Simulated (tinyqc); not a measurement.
Compensation sets the slope of the freeze-out: donors with valley-orbit split 1s states.

Each donor binds at most one electron, in any of its states. For a site s, W_s = sum over its states of g exp(E/kT), and the ionised share is 1/(1 + W_s exp(eta)), eta = (EF - Ec)/kT; n = Nc F_1/2(eta); neutrality n + NA = ND x (mean ionised share); holes are neglected. Nc from N = 2 (m kB T/(4 pi c))^(3/2) with c = hbar^2/2m0, in 1/angstrom^3; times 1e24 for 1/cm^3, m = md. F_j(eta) = (1/Gamma(j + 1)) integral_0^infinity x^j dx/(1 + exp(x - eta)), which tends to exp(eta) for eta << 0.

Constants: hbar^2/2m0 = 3.80998211 eV angstrom^2; kB = 8.617333262e-05 eV/K.

Parameters, chosen for this exercise (near those of Sb in Si; the results hold for these values, not for the real material):
```
symbol  value             unit    meaning
md      1.077             m0      density-of-states mass of the conduction band
E       (43.8, 33.8, 31)  meV     binding energies of 1s(A1), 1s(T2), 1s(E)
g       (2, 6, 4)                 their degeneracies with spin
ND      2e+15             1/cm^3  donors
```

NA = K ND. The slope energy is -d ln(n T^(-p))/d(1/kT) between 30 and 36 K, with p = 3/4 for K = 0 and p = 3/2 otherwise.

Results:
```
K       n(30 K) (1/cm^3)  n(36 K) (1/cm^3)  slope energy (meV)
0               6.00e+12          2.72e+13               21.30
0.0010          5.08e+12          2.62e+13               21.18
0.010           1.65e+12          1.89e+13               33.55
0.050           3.42e+11          6.64e+12               41.76
0.20            7.22e+10          1.49e+12               42.69
0.50            1.81e+10          3.73e+11               42.75
```

How do the results move, and what explains it?

Without acceptors the slope is 21.30 meV, against half the ground-state energy, 21.90; with K = 0.05 it is 41.76 meV, against the full 43.8. The full energy (less a few meV where excited levels lie within a few kT) shows where n is far below NA, since the acceptors then hold EF near the donor level: n(36 K)/NA is 13 for K = 0.001 and 0.066 for K = 0.05; for K = 0.001 the sample is still in or near the uncompensated regime, where p = 3/2 is the wrong power, so that slope means little.

Run: tinyqc, `OMP_NUM_THREADS=1 python tinyqc.py 1681681 1681682 out.jsonl`; Intel(R) Xeon(R) Processor @ 2.30GHz, one thread, shared host; about 0.01 s of CPU time with all checks.
